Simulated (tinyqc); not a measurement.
Surface potential of a MOS transistor: implicit equation and explicit approximations: two steps of the calculation.

p-type body, charge-sheet picture, depletion and inversion only, full ionisation (an idealisation for deep acceptors), Boltzmann statistics (rough once Na exp(x - xn) passes about Nc/7). In units of Vt: xg = (Vg - Vfb)/Vt, x = psi/Vt, G = gamma/sqrt(Vt), xn = (2 phiF + Vc)/Vt. The implicit equation is (xg - x)^2 = G^2 [x - 1 + exp(x - xn)] for x above about 3. Cox = eps0 eox/tox.

Inputs (values chosen for the exercise); band and dielectric values close to those of 4H silicon carbide: temperature T = 350 K; band gap Eg = 3.21 eV; relative permittivity eps_r = 9.56; conduction-band density of states at T Nc = 2.12e19 cm^-3; valence-band density of states at T Nv = 3.11e19 cm^-3; relative permittivity of the gate insulator (close to zirconium oxide) eox = 25.6; insulator thickness tox = 5.1 nm; acceptor density Na = 6.3e17 cm^-3; flat-band voltage Vfb = -0.63 V; channel-body voltage Vc = 0 V; gate-body voltage Vg = 2.64 V.

Constants: q = 1.602176634e-19 C, kB = 1.380649e-23 J/K, Vt = kB T/q, eps0 = 8.8541878128e-14 F/cm where lengths are in cm. Results are converted to the units shown.

Task 1. Scales. ni = sqrt(Nc Nv) exp(-Eg/(2 Vt)), Eg in volts; phiF = Vt ln(Na/ni); gamma = sqrt(2 q eps0 eps_r Na)/Cox; VT = Vfb + Vt (xn + G sqrt(xn - 1)).

Find: phiF; gamma; G; xn; VT; xg.

Result 1.

phiF = 1.4932 V
gamma = 0.093009 V^0.5
G = 0.53556
xn = 99.015
VT = 2.5163 V
xg = 108.42

Task 2. Explicit approximation. Depletion value a = 1 + [sqrt(G^2/4 + xg - 1) - G/2]^2; inversion value b = xn + ln[(xg - xn)^2/G^2 - xn + 1] and first guess y = min(a, b) - ln(1 + exp(-|a - b|)) if a > xn + 1, else b = y = a; one second-order correction with D = exp(y - xn), p = 2 (xg - y) + G^2 (1 + D), w = (xg - y)^2 - G^2 (y - 1 + D): z = y + 2 w/(p + sqrt(p^2 - 2 (2 - G^2 D) w)), or the Newton step z = y + w/p where the root is not real.

G = 0.53555588
xn = 99.014729
xg = 108.41936

Give: a; b; y; p; w; z.

Result 2.

a = 103.01
b = 104.36
y = 102.78
p = 23.953
w = -9.7835
z = 102.33

The root of the implicit equation is x = 102.336; y misses it by 0.44 and z by -0.0084, in units of Vt.

Numbers from tinyqc (`OMP_NUM_THREADS=1 python tinyqc.py 2122247 2122248 out.jsonl`; about 0.01 s on one thread of a shared Intel Xeon 2.30GHz).
